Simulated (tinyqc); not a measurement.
Finite-size error of a charged defect in a periodic cell: Madelung and Makov-Payne terms. Changing the charge q. Computed by tinyqc, a small Python program. Command: `OMP_NUM_THREADS=1 python tinyqc.py 3006226 3006227 out.jsonl imagecharge sweep`. One thread of a shared host (Intel(R) Xeon(R) Processor @ 2.30GHz), about 0.06 s of CPU time with the checks.

L is the cube root of the cell volume. The defect charge is a Gaussian, rho(r) = q (2 pi sigma^2)^(-3/2) exp(-r^2/2 sigma^2), repeated periodically in a uniform neutralising background and screened by a continuum. The model cell energy is E(L) = E_0 + [periodic - isolated electrostatic energy].

Inputs (values chosen for the exercise, with screening close to that of germanium):

| quantity | value | unit |
|---|---|---|
| cell length L | 16 | angstrom |
| dielectric constant eps | 15.6 | - |
| width sigma of the defect charge | 1.2 | angstrom |
| formation energy of the isolated defect E_0 | 5.71 | eV |

Supercell lattice: sc. Screening: isotropic.

Constants: e^2/(4 pi eps_0) = 14.39964548 eV angstrom.

Method:
- Cell vectors: (1,0,0), (0,1,0), (0,0,1), scaled to volume L^3.
- Ewald sum for a unit point charge: scale each Cartesian component of the cell by 1/sqrt(eps_i), giving R', G' and V'; E = [ (1/2) sum erfc(eta R')/R' + (2 pi/V') sum exp(-G'^2/4 eta^2)/G'^2 - eta/sqrt(pi) - pi/(2 V' eta^2) ] e^2/(4 pi eps_0) / sqrt(eps_x eps_y eps_z), over n_i = -6..6, omitting n = (0,0,0), eta = 2/V'^(1/3). alpha = -2 E eps_g L/(e^2/(4 pi eps_0)), eps_g = (eps_x eps_y eps_z)^(1/3).
- Periodic energy of the Gaussian: (2 pi q^2/V) sum_(G != 0) exp(-sigma^2 G^2)/(G.eps.G) x e^2/(4 pi eps_0), n_i = -k..k with k = max(9, L/sigma rounded up). Isolated energy: q^2/(2 sqrt(pi) sigma) <1/(n.eps.n)> e^2/(4 pi eps_0), the mean over directions n, here 1/eps.

One run for each value:

| charge q (e) | point-charge correction -q^2 E (eV) | finite-size error (eV) |
|---|---|---|
| 1 | 0.0818 | -0.0798 |
| 2 | 0.3274 | -0.3192 |
| 3 | 0.7366 | -0.7182 |
| 4 | 1.3095 | -1.2769 |
| 5 | 2.0461 | -1.9951 |

Over the rows, point-charge correction -q^2 E (eV) rises from 0.0818 to 2.05 (exponent d ln y / d ln x about 2.0 throughout); finite-size error (eV) falls from -0.0798 to -2.00 (exponent d ln y / d ln x about 2.0 throughout). Every term goes as q^2.
